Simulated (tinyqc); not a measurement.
Round nanowire with a gate all round, subbands and threshold shift from confinement: confinement against the diameter.

Undoped body with a flat potential across it, hard walls, transport along x. Three valley pairs (g = 2 each) with the longitudinal mass along x, y or z. Non-parabolicity enters the subband edges through E (1 + al E) = gamma, so E = 2 gamma/(1 + sqrt(1 + 4 al gamma)); motion within a subband is taken as parabolic with the band-edge mass. Energies are counted from the bulk band edge.

gamma = C (2 z/(t + dl))^2 (1/my + 1/mz)/2, z the zeros of the Bessel functions J_l (2.404826, 3.831706, 5.135622, 5.520078, ...), twofold for l > 0; the mean inverse mass is an approximation for anisotropic valleys, C = hbar^2/(2 m0). Each subband has N_k = g sqrt(2 mx m0 kB T/(pi hbar^2)); without degeneracy n = exp(EF/Vt) sum N_k exp(-E_k/Vt). Classical value Nc times pi t^2/4, Nc = sum over valleys of 2 g (m m0 kB T/(2 pi hbar^2))^1.5 with m = (mx my mz)^(1/3). Threshold shift dVT = Vt ln(classical value/sum N_k exp(-E_k/Vt)). With degeneracy n = sum N_k F((EF - E_k)/Vt), F(x) = (1/sqrt(pi)) int_0^infinity u^(-1/2) du/(1 + exp(u - x)); gate: Vg = EF + q n/(Cg P), P = pi t, summed over the 60 lowest subbands at most, with Vg counted from the value that would put EF at the bulk band edge of an empty body. The last two columns are for Vg = 0.8 V; sensitivity d(dVT)/dt by central differences between 0.99 and 1.01 times the value.

Values chosen for this exercise; masses close to those of silicon:
```
symbol,value,unit,meaning
T,77,K,temperature
ml,0.923,m0,longitudinal mass
mt,0.193,m0,transverse mass
al,0,1/eV,non-parabolicity
dl,0,nm,widening of the box by penetration into the insulator
Cg,3.2,uF/cm^2,gate capacitance per area of interface
```

Constants: q = 1.602176634e-19 C, kB = 1.380649e-23 J/K, hbar = 1.054571817e-34 J s, m0 = 9.1093837015e-31 kg, Vt = kB T/q, hbar^2/(2 m0) = 0.0380998212 eV nm^2. Results are converted to the units shown.

Confinement against the diameter:
```
t (nm)  E_1 (meV)  gap to the next edge (meV)  dVT (mV)  sensitivity (mV/nm)  n/P (cm^-2)  share of the lowest subband (%)
2           690.2                       451.5     666.4               -683.7     2.297e12                            50.00
2.7         378.7                       247.7     358.9               -275.7     8.086e12                            50.00
3.6         213.0                       139.3     197.0               -114.7     1.080e13                            50.00
4.7         125.0                       81.75     112.5               -50.37     1.194e13                            45.08
6.3         69.56                       45.50     60.95               -20.00     1.311e13                            29.98
8.4         39.13                       25.59     34.19               -7.879     1.384e13                            20.32
11          22.82                       14.92     20.83               -3.278     1.425e13                            14.59
15          12.27                       8.026     12.71               -1.228     1.472e13                            9.248
20          6.902                       4.515     8.693              -0.5218     1.499e13                            6.208
```

As t grows from 2 to 20 nm, E_1 falls from 690 to 6.90 meV and dVT falls from 666 to 8.69 mV. E_1 goes as t^(-2.00) at the thin end (-2 for a parabolic band without penetration); a thickness error of 0.2 nm moves the threshold by 140 mV in the first row and 0.10 mV in the last. The charge per interface area rises from 2.30e12 to 1.50e13 cm^-2. For t = 2, 2.7 the body is too thin for bulk effective masses to be reliable. For t = 3.6, 4.7, 6.3, 8.4, 11, 15, 20 the charge in the last two columns would bend the potential across the body noticeably, which is left out.

Range of the model: For the strongly anisotropic y and z valleys the mean inverse mass serves only for l = 0; pairs with l > 0 really split widely.

Numbers from tinyqc (`OMP_NUM_THREADS=1 python tinyqc.py 2350058 2350059 out.jsonl`; about 0.2 s on one thread of a shared Intel Xeon 2.30GHz).
